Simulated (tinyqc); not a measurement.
Deformation-potential model of the Delta valleys of a conduction band, step by step. Values are carried at full precision from step to step, so a last printed digit may differ when a step is redone from the rounded ones.

s11 = (C11 + C12)/((C11 - C12)(C11 + 2 C12)), s12 = -C12/((C11 - C12)(C11 + 2 C12)), s44 = 1/C44; exx = s11 sxx + s12 (syy + szz) and cyclic, exy = s44 sxy/2; tension is positive. A uniaxial stress X along the unit vector n is s_ij = X n_i n_j. Biaxial (001) means sxx = syy = X.

Constants: kB = 8.617333262e-05 eV/K; hbar^2/2m0 = 3.80998211 eV angstrom^2.

Inputs chosen for the exercise (near those of Si; the results hold for these values, not for the real material):
```
symbol  value          unit  meaning
C11     158.9          GPa
C12     65.5           GPa
C44     84.2           GPa
load    biaxial (001)        kind of stress
X       0.69           GPa   stress
Xd      1.14           eV    dilation potential
Xu      9.49           eV    uniaxial potential
T       400            K     temperature
ml      0.931          m0    longitudinal mass
mt      0.185          m0    transverse mass
```

## Strain from a biaxial (001) stress

Form the compliances and the strain.

s11, s12, s44 (1/TPa): 8.2876  -2.4191  11.8765

strain tensor:
```
          x         y          z
x  0.004049  0.000000   0.000000
y  0.000000  0.004049   0.000000
z  0.000000  0.000000  -0.003338
```

## Valley shifts

Valleys with axes along x, y and z, each a pair at +k and -k. Herring-Vogt shift of a valley with unit axis a: dE = Xd tr(e) + Xu a.e.a. Non-degenerate shares n_i = exp(-dE_i/kT)/sum_j exp(-dE_j/kT). Inverse mass tensor of a valley: (1 - a a)/mt + a a/ml; the masses are taken as independent of strain.

Apply the Herring-Vogt formula to each valley.

Xd tr(e) = 5.43 meV

a.e.a: x 0.004049, y 0.004049, z -0.003338

shifts dE (meV): x 43.85, y 43.85, z -26.25

The lowest valley is z, 70.1 meV below the highest; the mean shift over all valleys is (Xd + Xu/3) tr(e) = 20.48 meV.

## Shares of the electrons

Boltzmann factors of the shifts.

kT = 34.469 meV

shares: x 0.1037, y 0.1037, z 0.7926

effective number of valley axes, 1/(largest share) = 1.262

## Conductivity mass tensor

With one scattering time for all valleys the conductivity goes as M = sum_i n_i (inverse mass tensor of valley i); along the unit vector u, 1/m_c = u.M.u. Without stress 1/m_c = (1/ml + 2/mt)/3. Take u along [100].

M (1/m0):
```
       x      y      z
x  4.956  0.000  0.000
y  0.000  4.956  0.000
z  0.000  0.000  1.972
```

m_c along [100] = 0.2018 m0
m_c without stress = 0.2524 m0

The repopulation alone changes the mobility along [100] by +25.1 %; with all electrons in the valleys lightest or heaviest along this direction it would change by +36 or -73 %.

## Effective density of states

Each of the 6 whole valleys has m_d = (ml mt^2)^(1/3) and N = 2 (m_d kT/(4 pi c))^(3/2), c = hbar^2/2m0. Counted from the lowest edge, Nc = N x 2 x sum_i exp(-(dE_i - dE_min)/kT). 1 angstrom^-3 = 1e24 cm^-3.

m_d = 0.3170 m0
N of one valley = 6.896e+18 cm^-3
Nc under stress = 1.740e+19 cm^-3
Nc without stress = 4.138e+19 cm^-3

## Piezoresistance from repopulation

For small stress d(rho)/rho = pi X. For valleys on the cube axes pi11 = -(2/3) Xu (s11 - s12)/kT x (K - 1)/(2K + 1), pi12 = -pi11/2, pi44 = 0, K = ml/mt. For stress along [110]: pi_l = (pi11 + pi12 + pi44)/2 with the current along it and pi_t = (pi11 + pi12 - pi44)/2 with the current along [1-10]. 1/GPa = 100 x 1e-11/Pa.

K = 5.032

pi11, pi12, pi44 (1e-11/Pa): -71.6  35.8  0.0

pi_l, pi_t for [110] (1e-11/Pa): -17.9  -17.9

Only the transfer between valleys is counted; changes of mass and of intervalley scattering add to it in a real crystal.

## Checks

- Conductivity mass at zero stress against 3/(1/ml + 2/mt): both 0.2524206.
- Piezoresistance coefficients by finite differences against the closed form: largest difference 8.4e-09.

Program tinyqc; command `OMP_NUM_THREADS=1 python tinyqc.py 1051252 1051253 out.jsonl`; about 0.03 s on one thread of a shared Intel(R) Xeon(R) Processor @ 2.30GHz.
